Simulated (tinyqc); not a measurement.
Carrier lifetime of an n-type layer with SRH, radiative, Auger and surface recombination: one step of the calculation.

Uniform excess density dn = dp (no trapping), n = n0 + dn, p = p0 + dn, Boltzmann statistics, full ionisation. Surfaces enter as a rate 2 S dn/d, which holds while diffusion to them is fast.

Problem. New dn. With e = n p - ni^2 = dn (n0 + p0 + dn): U_SRH = e/(tp0 (n + n1) + tn0 (p + p1)), U_rad = B e, U_Aug = (Cn n + Cp p) e, U_s = 2 S dn/d. Newton step on ln U(ln dn) = ln G, U the sum: k = d ln U/d ln dn (central difference over factors 1.0001), dn(new) = dn (G/U)^(1/k).

Parameters, values chosen for the exercise; band and dielectric values close to those of 4H silicon carbide:
```
symbol,value,unit,meaning
B,1.53e-12,cm^3/s,radiative coefficient
Cn,2.4e-31,cm^6/s,Auger coefficient (two electrons)
Cp,2e-31,cm^6/s,Auger coefficient (two holes)
S,200,cm/s,surface recombination velocity (both faces)
d,10,um,sample thickness
G,1.9e23,cm^-3 s^-1,generation rate
```

dn at the start = 5e18 cm^-3
n0 = 1.3e14 cm^-3
p0 = 1.2098793e-31 cm^-3
n1 = 9.4316104e6 cm^-3
p1 = 1.6676295e-24 cm^-3
tn0 = 7.0175439e-5 s
tp0 = 8.7719298e-5 s

Give: U_SRH; U_rad; U_Aug; U_s; k; dn after iteration 1.

Solution.

U_SRH = 3.1667e22 cm^-3 s^-1
U_rad = 3.8251e25 cm^-3 s^-1
U_Aug = 5.5002e25 cm^-3 s^-1
U_s = 2.0000e24 cm^-3 s^-1
k = 2.5559
dn after iteration 1 = 4.3901e17 cm^-3

Numbers from tinyqc (`OMP_NUM_THREADS=1 python tinyqc.py 2300007 2300008 out.jsonl`; about 0.01 s on one thread of a shared Intel Xeon 2.30GHz).
